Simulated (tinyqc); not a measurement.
From results back to parameters: density of states of one tight-binding band on the simple cubic lattice. Three cases, with inputs chosen for the exercise.

Problem. For E(k) = -2 t (c1 + c2 + c3) - 4 t2 (c1 c2 + c2 c3 + c3 c1), ci = cos(2 pi ki), two differences between symmetry points are known: Gamma = (0, 0, 0), X = (1/2, 0, 0), M = (1/2, 1/2, 0), R = (1/2, 1/2, 1/2).

Find: t; t2; E(R) - E(M).

Method. E(Gamma) = -6t - 12 t2, E(X) = -2t + 4 t2, E(M) = 2t + 4 t2, E(R) = 6t - 12 t2.

Case 1.

E(X) - E(Gamma) = 9.8400 eV
E(M) - E(X) = 9.8400 eV

Solution.

t = 2.460 eV
t2 = 0.000 eV
E(R) - E(M) = 9.840 eV

Case 2.

E(X) - E(Gamma) = 2.3200 eV
E(M) - E(X) = 2.3200 eV

Solution.

t = 0.580 eV
t2 = 0.000 eV
E(R) - E(M) = 2.320 eV

Case 3.

E(X) - E(Gamma) = 1.8400 eV
E(M) - E(X) = 3.6000 eV

Solution.

t = 0.900 eV
t2 = -0.110 eV
E(R) - E(M) = 5.360 eV

Computed by tinyqc, one run a case: `OMP_NUM_THREADS=1 python tinyqc.py N N+1 out.jsonl` with N = 1680724, 1680792, 1680858; one thread of a shared Intel(R) Xeon(R) Processor @ 2.30GHz, about 0.2 s a run at most.
